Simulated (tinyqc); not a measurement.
# From saturation current I/W back to mobility mu

Model: charge control and current of a heterostructure field-effect transistor. Computed by tinyqc, a small Python program. Command: `OMP_NUM_THREADS=1 python tinyqc.py 3028135 3028136 out.jsonl hemt inv`. One thread of a shared host (Intel(R) Xeon(R) Processor @ 2.30GHz), about 0.02 s of CPU time with the checks.

Two subbands in a triangular well; E_F is counted from the conduction band edge of the channel at the interface.

Inputs (values chosen for the exercise, modelled on AlGaN/GaN):
```
quantity                                  value      unit
channel mass m                             0.21       m_0
permittivity eps (barrier and channel)     9.23         -
barrier thickness d                          39        nm
Schottky barrier phi_B                      1.1        eV
conduction band offset dE_c                0.46        eV
polarisation charge sigma/e             1.6e+13    1/cm^2
gate voltage V_G                              0         V
saturation velocity v_s                     1.4  1e7 cm/s
gate length L                               330        nm
source resistance R_S                         0    ohm mm
temperature T                                77         K
mixing                                      0.5         -
iteration cap                               200         -
```

Charge source: polarisation. Velocity law: smooth.

Constants: e = 1.602176634e-19 C; eps_0 = 8.8541878128e-12 F/m; k_B = 8.617333262e-05 eV/K; hbar = 1.054571817e-34 J s; m_0 = 9.1093837015e-31 kg; k_B = 1.380649e-23 J/K.

Method:
- Threshold V_T = phi_B - dE_c - sigma d/(eps eps_0) (in volts); C_b = eps eps_0/d.
- Charge control: n_s = C_b (V_G - V_T - E_F/e)/e. Well: mean field F = e n_s/(2 eps eps_0), E_i = (hbar^2/2m)^(1/3) [(3 pi e F/2)(i + 3/4)]^(2/3), i = 0, 1; n_s = D k_B T sum_i ln(1 + exp((E_F - E_i)/k_B T)), D = m/(pi hbar^2), which is solved in closed form for E_F.
- Iteration from n_s = C_b (V_G - V_T)/(2e): E_F from n_s, n_out from the charge control, n_new = n_s + mixing (n_out - n_s), kept above n_s/10; stop when |n_out/n_s - 1| < 1e-9.
- C_g = e dn_s/dV_G = 1/(1/C_b + 1/C_q), 1/C_q = d(E_F/e)/d(e n_s) by a central difference of +/- 0.1 % in n_s; added distance dd = eps eps_0/C_q.
- With V = e n_s/C_g and V_c = v_s L/mu: for v = mu F/(1 + mu F/v_s), V_Dsat = V_c (sqrt(1 + 2V/V_c) - 1) and I/W = C_g v_s (V - V_Dsat); g_m = dI/dV; extrinsic g_m/(1 + g_m R_S); f_T = g_m/(2 pi C_g L).

Question. A run gave the result below. Find the mobility mu, known to lie between 1500 and 2700 cm^2/(V s).

saturation current I/W = 2644.498 mA/mm

Answer.

Each step takes the trial c = (a f_b - b f_a)/(f_b - f_a), f being the result less the target and a, b, c the logarithms of the listed values; c replaces end b, the old b replaces a if the sign of f changed, and otherwise f_a is halved.

Scan of the range:
```
mobility mu (cm^2/(V s))  saturation current I/W (mA/mm)
1500                                             2577.46
1650                                             2605.23
1820                                             2632.75
2010                                             2659.57
2220                                             2685.38
2450                                             2709.98
2700                                             2733.29
```

False position (Illinois rule, in the logarithm of the input) inside the bracket:
```
step    end a    end b    trial  saturation current I/W (mA/mm)
1     1820.00  2010.00  1900.91                         2644.63
2     1820.00  1900.91  1899.13                         2644.37
3     1900.91  1899.13  1900.00                         2644.50
4     1899.13  1900.00  1900.00                         2644.50
```

Saturation current I/W rises at every point of a 13-point scan of the range (every second point is shown), so one value fits; it is bracketed by 1820 and 2010. Answer: mobility mu = 1900 cm^2/(V s).

Caution: E_F lies above the conduction band minimum of the barrier, so electrons would spill into the barrier.
